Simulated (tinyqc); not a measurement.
Defect equilibria of an oxide against oxygen pressure (mass action): one step, computed by the program tinyqc. Command: `OMP_NUM_THREADS=1 python tinyqc.py 3015285 3015286 out.jsonl brouwer walk`. One thread of a shared host (Intel(R) Xeon(R) Processor @ 2.30GHz), about 0.01 s of CPU time with the checks.

Defects: oxygen vacancies V (charge +2), electrons n, holes p, the ionic partner X = O_i'' (charge -2), and the dopant. Activities are taken equal to concentrations.

Question. Solution at the given pressure. Neutrality: 2 [V] + p = n + 2 [X] + N_d. With n as the unknown, [V] = K_r/(n^2 P^(1/2)), p = K_i/n, [X] = K_s/[V]; the log ratio is ln(positive/negative). The root is found by 60 bisections in ln n between n = 1e-10 and 1e25 cm^-3.

Inputs (values chosen for the exercise, for a model oxide): dopant density N_d = 1.4e+17 cm^-3; temperature T = 800 K; oxygen pressure P = 1e-17 atm.

Ionic disorder: anion Frenkel. Dopant (singly charged, fully ionised): acceptor.

K_r = 1.394969e+44 cm^-9 atm^(1/2)

K_i = 1.910320e+23 cm^-6

K_s = 2.220471e+17 cm^-6

Give: n; [V]; p; [X].

Answer.

n = 4.0306e+17 cm^-3

[V] = 2.7153e+17 cm^-3

p = 4.7395e+05 cm^-3

[X] = 0.81776 cm^-3

The largest terms give the Brouwer balance 2 [V] = n; the smaller of the two terms is 74 % of the total charge of one sign, so the point lies near a boundary between regimes.
